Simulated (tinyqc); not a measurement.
Inside a calculation. Model: Heisenberg spin cluster by exact diagonalisation: multiplets, susceptibility, level crossings. Computed by tinyqc, a small Python program that keeps every step. Command: `OMP_NUM_THREADS=1 python tinyqc.py 3006171 3006172 out.jsonl spincl walk`. One thread of a shared host (Intel(R) Xeon(R) Processor @ 2.30GHz), about 0.01 s of CPU time with the checks. Intermediate numbers are printed to about 6 digits and carried at full precision; extremes and crossings named in words are read from the listed rows.

H = J1 sum S_i.S_j over the bonds 1-2, 2-3, 3-4, 4-5, 5-6, 6-1 + J2 sum over 1-3, 2-4, 3-5, 4-6, 5-1, 6-2 - g mu_B B S_z; J > 0 is antiferromagnetic.

Inputs (values chosen for the exercise, for a model cluster):

| quantity | value | unit |
|---|---|---|
| exchange J1 | 1.09 | meV |
| exchange J2 | 0.64 | meV |
| g factor | 2.18 | - |
| temperature T | 5 | K |
| field B | 0.77 | T |

Cluster: ring of six with second neighbours J2. Spin s of each site: 0.5.

Constants: k_B = 8.617333262e-05 eV/K; mu_B = 5.7883818060e-05 eV/T.

## Multiplets

Every multiplet has one member in the block S_z = 0; diagonalise it and read the total spin from <S^2> = S (S + 1).

Levels at B = 0:

| E (meV) | total S | number of multiplets |
|---|---|---|
| -2.59500 | 0 | 1 |
| -2.37208 | 0 | 1 |
| -1.90408 | 1 | 1 |
| -1.78049 | 1 | 2 |
| -1.50500 | 0 | 2 |
| -1.09000 | 1 | 2 |
| -0.41500 | 1 | 1 |
| -0.27592 | 1 | 1 |
| 0.00000 | 2 | 2 |
| 0.19208 | 0 | 1 |
| 0.27549 | 1 | 2 |
| 0.41500 | 2 | 1 |
| 1.09000 | 2 | 2 |
| 2.59500 | 3 | 1 |

ground energy = -2.595 meV

gap to the next level = 0.222922 meV

The ground state has S = 0; the next level has S = 0. The highest spin, S = 3, lies at 2.595 meV, s^2 times the sum of all J, s the spin of a site.

## Thermal averages at zero field

Z = sum k (2S + 1) exp(-E/(k_B T)) over the table, k the number of multiplets; <S^2> likewise with the factor S (S + 1); chi T = N_A g^2 mu_B^2 <S^2>/(3 k_B) = 0.125049 g^2 <S^2> cm^3 K/mol (cgs, per mole of clusters); C = (<E^2> - <E>^2)/(k_B T)^2; entropy = ln Z + <E>/(k_B T).

<S^2> = 1.03692

chi T = 0.616222 cm^3 K/mol

heat capacity = 1.44819 k_B

entropy = 2.52447 k_B

Free spins would give <S^2> = 4.5 and the entropy 4.159 k_B; chi T is 23 % of the free value.

## Magnetisation in the field

Each multiplet splits as E - g mu_B B m; <S_z> is the Boltzmann mean. The first level crossing is at the smallest (E_S - E_0)/(g mu_B (S - S_0)) over higher spins (0 if the ground state has the highest spin).

<S_z> = 0.0779996

first crossing field = 5.47538 T

Linear response would give g mu_B B <S^2>/(3 k_B T) = 0.0779.

## Susceptibility against the Curie-Weiss form

High-temperature form: chi T = C0/(1 - theta/T), C0 = 0.125049 g^2 n s (s + 1), k_B theta = -(2/3) s (s + 1) (sum of J over bonds)/n, n = 6; a dash where T <= 1.05 theta.

theta = -10.0379 K

Against temperature:

| T (K) | chi T (cm^3 K/mol) | Curie-Weiss | chi (cm^3/mol) | C (k_B) |
|---|---|---|---|---|
| 1.3 | 0.01085 | 0.30663 | 0.008345 | 7.94756e-01 |
| 2.5 | 0.19239 | 0.53324 | 0.076956 | 1.86579e+00 |
| 4.4 | 0.53764 | 0.81499 | 0.122191 | 1.54017e+00 |
| 7.6 | 0.88535 | 1.15232 | 0.116494 | 1.23710e+00 |
| 13.0 | 1.29761 | 1.50906 | 0.099816 | 8.02906e-01 |
| 20.0 | 1.63951 | 1.78060 | 0.081975 | 4.42409e-01 |
| 32.0 | 1.95861 | 2.03570 | 0.061207 | 2.00205e-01 |
| 51.0 | 2.19677 | 2.23448 | 0.043074 | 8.48684e-02 |
| 100.0 | 2.41852 | 2.43032 | 0.024185 | 2.32167e-02 |
| 200.0 | 2.54321 | 2.54647 | 0.012716 | 5.93495e-03 |

The Curie-Weiss form is within 3 % in the last 3 rows. chi passes a maximum, at 4.4 K among these rows, the mark of a singlet ground state; among these rows C is largest at 2.5 K, and the gap is 2.59 K.

Checks made by the program: the trace of H and the count of states (relative difference below 1e-10).
